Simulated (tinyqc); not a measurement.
Capillary instabilities by surface diffusion: grooving and agglomeration of films, edge retraction, wire break-up and smoothing of roughness: one step, computed by the program tinyqc. Command: `OMP_NUM_THREADS=1 python tinyqc.py 3002854 3002855 out.jsonl dewet walk`. One thread of a shared host (Intel(R) Xeon(R) Processor @ 2.30GHz), about 0.01 s of CPU time with the checks.

Isotropic surface energy; shapes change by surface diffusion alone.

Question. Groove growth in time. Mullins' isolated groove: depth below the flat surface d = 0.780 m (B t)^(1/4), m = tan(beta_s), width between the ridges 4.6 (B t)^(1/4); time to reach h: (h/(0.780 m))^4/B.

Inputs (values chosen for the exercise, for a model film): temperature T = 980 K; film thickness h = 3.3 nm; grain radius R = 62 nm.

beta_s = 10.97096 degrees

length (B t)^(1/4) = 5.006197 nm

B = 2.855019 nm^4/s

Give: groove depth; groove width; time to reach the substrate.

Answer.

groove depth = 0.7570 nm

groove width = 23.03 nm

time to reach the substrate = 79463 s

Caution: the grains are too small for the surface groove ever to reach the depth h.
